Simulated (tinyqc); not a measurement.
Size effects in the resistivity of thin metal films and interconnect lines: one step, computed by the program tinyqc.

Electrons lose their drift at surfaces (a share 1 - p of the hits) and at grain boundaries (reflection R), besides bulk scattering. The line sits in a trench with a non-conducting liner on both walls and the bottom; the spacing equals the drawn width.

Question. Metal cross-section. Metal width w_m = w - 2t, height h_m = (aspect ratio) w - t, grain size D = (ratio) w_m.

Inputs (values chosen for the exercise, modelled on copper):
```
quantity                          value  unit
drawn line width w                   27    nm
grain size over metal width        0.76     -
aspect ratio (height over width)    2.4     -
liner thickness t                   0.7    nm
```

Geometry: line.

Give: metal width w_m; metal height h_m; grain size D; share of the trench filled by metal.

Answer.

metal width w_m = 25.6 nm

metal height h_m = 64.1 nm

grain size D = 19.456 nm

share of the trench filled by metal = 93.791 %
